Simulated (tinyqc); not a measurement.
Resistance of a tapered via with liner, size effect and interface: one step of the calculation.

A round via whose diameter grows from db at the bottom as D(z) = db + 2 z/tan(ang). The fill, of diameter D - 2 tl, starts above the bottom liner (thickness fb tl) and has rho = rho0 (1 + ks lam/(D - 2 tl)); the sidewall liner conducts in parallel with it. The bottom liner and the interface are crossed over the full area pi db^2/4. Spreading in the lines above and below is left out.

Question. Slices of the via. Slices between z0 = fb tl and hv, evaluated at their midpoints: conductance per length pi/4 [(D - 2 tl)^2/rho + (D^2 - (D - 2 tl)^2)/rl], slice resistance = slice height over that. 10 slices.

Parameters, values chosen for the exercise; fill metal close to molybdenum: diameter at the bottom db = 40 nm; height hv = 150 nm; sidewall angle ang = 87 degrees; bulk resistivity of the fill rho0 = 5.38 uohm cm; mean free path of the fill lam = 11.5 nm; size-effect factor ks = 1.3; liner on the sidewall tl = 0.2 nm; liner at the bottom over that on the sidewall fb = 0.5; resistivity of the liner rl = 360 uohm cm.

Give: z; D; rho; slice resistance.

Answer.

```
slice  z (nm)  D (nm)  rho (uohm cm)  slice resistance (ohm)
0      7.5950  40.796         7.3711                 0.86176
1      22.585  42.367         7.2965                 0.79038
2      37.575  43.938         7.2274                 0.72742
3      52.565  45.510         7.1630                 0.67161
4      67.555  47.081         7.1030                 0.62191
5      82.545  48.652         7.0469                 0.57748
6      97.535  50.223         6.9943                 0.53760
7      112.53  51.794         6.9450                 0.50167
8      127.52  53.366         6.8986                 0.46920
9      142.50  54.937         6.8548                 0.43975
```

tinyqc, about 0.01 s, one thread, Intel Xeon 2.30GHz (shared host): `OMP_NUM_THREADS=1 python tinyqc.py 2750102 2750103 out.jsonl`
